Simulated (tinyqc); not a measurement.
Debye-Callaway model of lattice thermal conductivity: one step, computed by the program tinyqc. Command: `OMP_NUM_THREADS=1 python tinyqc.py 3002161 3002162 out.jsonl callaway walk`. One thread of a shared host (Intel(R) Xeon(R) Processor @ 2.30GHz), about 0.01 s of CPU time with the checks.

Three acoustic branches with one velocity v, cut at omega_D = k_B Theta/hbar; x = hbar omega/(k_B T). v and Theta are separate inputs: Theta cuts off the heat-carrying modes, so C need not reach 3 k_B/V. gamma is an effective value that sets the umklapp rate. Heat flows along the wire.

Question. The integrand on a coarse grid. Rates: point defects A omega^4; umklapp B omega^2 T exp(-Theta/(b T)) with B = hbar gamma^2/(M v^2 Theta); normal processes f_N B omega^2 T (T/Theta)^2. Boundaries: v/Lambda_B with Lambda_B = D (1 + p)/(1 - p). x runs in ten equal steps to min(Theta/T, 12); g = x^4 e^x/(e^x - 1)^2; tau_C is the inverse of all rates summed; the last column is c tau_C g with c = (k_B/(2 pi^2 v)) (k_B T/hbar)^3.

Inputs (values chosen for the exercise, modelled on magnesium oxide): sound velocity v = 6930 m/s; Debye temperature Theta = 753 K; mean atomic mass M = 20.15 u; effective Grueneisen parameter gamma = 3.79; umklapp exponent divisor b = 3; wire diameter D = 0.85 micrometre; specularity p = 0.8; normal-process factor f_N = 1.4; temperature T = 150 K.

Sample: wire. Point defects: alloy. Normal processes: included.

Rayleigh coefficient A = 5.175878e-45 s^3

Constants: k_B = 1.380649e-23 J/K; hbar = 1.054571817e-34 J s; u = 1.6605390666e-27 kg.

Give: Integrand.

Answer.

Integrand:
```
x          g  tau_C (s)  c tau_C g (W/(m K))
0.502  0.247  1.854e-10                34.98
1.004  0.927  5.144e-11                36.47
1.506  1.884  2.232e-11                32.14
2.008  2.912  1.184e-11                26.37
2.510  3.822  7.022e-12                20.51
3.012  4.479  4.464e-12                15.28
3.514  4.823  2.978e-12                10.98
4.016  4.862  2.061e-12                 7.66
4.518  4.647  1.468e-12                 5.22
5.020  4.250  1.071e-12                 3.48
```

Among these rows the integrand is largest at x = 1.00.
